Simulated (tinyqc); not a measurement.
# Delay unit and parasitic delay from two ring oscillators

Question. A ring of 31 inverters oscillates at 1/(2 x 31 d), with stage delay d = tau (h + p) for fan-out h. Find tau, p and the delay at fan-out 4.

frequencies of 31-stage ring oscillators with fan-out 1 and 5 (GHz): 1.0060210  0.40986042

Answer. d is a straight line in h with slope tau and intercept tau p.

tau = 5.830 ps
p = 1.750
delay at fan-out 4 = 33.52 ps

Numbers from tinyqc (`OMP_NUM_THREADS=1 python tinyqc.py 2082103 2082104 out.jsonl`; about 0.01 s on one thread of a shared Intel Xeon 2.30GHz).
